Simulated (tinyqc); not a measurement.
# Changing the film density rho

Model: X-ray reflectivity of a thin film on silicon: critical angles, Parratt recursion, fringes and roughness. Computed by tinyqc, a small Python program. Command: `OMP_NUM_THREADS=1 python tinyqc.py 3120919 3120920 out.jsonl xrr sweep`. One thread of a shared host (Intel(R) Xeon(R) Processor @ 2.30GHz), about 0.01 s of CPU time with the checks.

n = 1 - delta + i beta; the classical electron radius is r_e = 2.8179403e-6 nm. Layer 0 is vacuum, 1 the film, 2 the substrate.

Inputs (values chosen for the exercise, modelled on SiO2 on silicon, copper K-alpha radiation):
```
quantity,value,unit
wavelength lambda,0.15406,nm
"effective electrons per unit mass, film",0.496,mol/g
"beta/delta, film",0.012,-
film thickness d,11.2,nm
roughness of the surface sigma_1,0.21,nm
roughness of the interface sigma_2,0.45,nm
substrate density,2.33,g/cm^3
"effective electrons per unit mass, substrate",0.507,mol/g
"beta/delta, substrate",0.023,-
grazing angle theta,1.68,degrees
```

Constants: N_A = 6.02214076e+23 1/mol.

Method:
- delta = r_e lambda^2 rho_e/(2 pi), rho_e = density x electrons per mass x N_A; critical angle sqrt(2 delta), q_c = 4 sqrt(pi r_e rho_e).
- k_j = (2 pi/lambda) sqrt(sin^2 theta - 2 delta_j + 2 i beta_j); r_ij = (k_i - k_j)/(k_i + k_j) x exp(-2 k_i k_j sigma^2) (Nevot-Croce); r = (r_01 + r_12 p)/(1 + r_01 r_12 p), p = exp(2 i k_1 d); R = |r|^2.
- Far above the critical angle the period is d theta = lambda/(2 d), or 2 pi/d in q; the envelope runs between (|r_01| - |r_12 p|)^2 and (|r_01| + |r_12 p|)^2; contrast = 2 a b/(a^2 + b^2) with a = |r_01|, b = |r_12 p|; roughness factors on the amplitudes are about exp(-q^2 sigma^2/2).

One run for each value:
```
film density rho (g/cm^3),critical angle of the film (degrees),contrast,reflectivity R
1.10,0.15154,0.96070,5.3287e-06
1.30,0.16474,0.83370,6.2140e-06
1.51,0.17754,0.65456,7.4532e-06
1.71,0.18894,0.47682,8.9124e-06
1.92,0.20020,0.30371,1.0721e-05
2.12,0.21037,0.15929,1.2690e-05
2.33,0.22055,0.03224,1.4999e-05
2.53,0.22982,0.07659,1.7414e-05
```

What does the table show, and why?

Over the rows, critical angle of the film (degrees) rises from 0.152 to 0.230 (exponent d ln y / d ln x about 0.50 throughout); contrast goes from 0.961 through a minimum among these rows, 0.0322 at 2.33, to 0.0766; reflectivity R rises from 5.33e-6 to 1.74e-5 (exponent d ln y / d ln x 0.92 between the first rows and 1.8 between the last). The exponent of critical angle of the film stays at 0.50: delta is proportional to the density.

Extremes, crossings and ranges named in words are read from the listed rows.
